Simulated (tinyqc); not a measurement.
What the thin-film term adds: Deal-Grove kinetics of thermal oxidation of silicon. Computed by tinyqc, a small Python program. Command: `OMP_NUM_THREADS=1 python tinyqc.py 3026093 3026094 out.jsonl oxide walk`. One thread of a shared host (Intel(R) Xeon(R) Processor @ 2.30GHz), about 0.06 s of CPU time with the checks.

Oxidant diffuses through the oxide and reacts at the interface, so that dx/dt = B/(A + 2x) for the oxide thickness x.

Inputs (values chosen for the exercise, close to those used for silicon):

| quantity | value | unit |
|---|---|---|
| prefactor B0 | 720 | um^2/h |
| activation energy E_B | 1.23 | eV |
| prefactor (B/A)0 | 6.64e+06 | um/h |
| activation energy E_A | 1.98 | eV |
| temperature T | 1000 | C |
| oxidant pressure p | 2 | atm |
| pressure exponent m of B/A | 0.75 | - |
| initial oxide x_i | 0.1 | um |
| ratio c of the extra rate to B/A | 5.6 | - |
| decay length L | 0.0089 | um |

Ambient: dry oxygen. Surface: (111). Extension: thin-film term.

Constants: k_B = 8.617333262e-05 eV/K.

Method:
- B = B0 p exp(-E_B/(k_B T)), B/A = (B/A)0 p^m exp(-E_A/(k_B T)), p in atm; A = B/(B/A).
- Temperatures in kelvin are T(C) + 273.15.
- tau = (x_i^2 + A x_i)/B and x = (A/2) [sqrt(1 + 4 B (t + tau)/A^2) - 1], the root of x^2 + A x = B (t + tau).
- Thin-film (Massoud) form: dx/dt = B/(A + 2x) + c (B/A) exp(-x/L), integrated from x_i by fourth-order Runge-Kutta in 2000 steps, the i-th of length (2 i - 1) t/2000^2.

length A = 0.120034 um

parabolic constant B = 0.0194713 um^2/h

linear constant B/A = 0.162214 um/h

Thickness:

| t (h) | Deal-Grove (um) | with the term (um) | difference (nm) |
|---|---|---|---|
| 0.02 | 0.10121 | 0.10121 | 0.0002232 |
| 0.05 | 0.10301 | 0.10301 | 0.0005030 |
| 0.1 | 0.10597 | 0.10597 | 0.0008538 |
| 0.3 | 0.11732 | 0.11732 | 0.0014605 |
| 1 | 0.15230 | 0.15230 | 0.0014690 |
| 3 | 0.22984 | 0.22984 | 0.0010812 |
| 10 | 0.40936 | 0.40936 | 0.0006677 |
| 30 | 0.72084 | 0.72084 | 0.0004014 |

The gain reaches at most 0.00147 nm among these rows, at 1 h, and then shrinks, because the thicker film grows more slowly once diffusion matters. If the base rate kept its starting value B/(A + 2 x_i), the gain would level off at L ln(1 + c (1 + 2 x_i/A) exp(-x_i/L)) = 0.00175 nm.
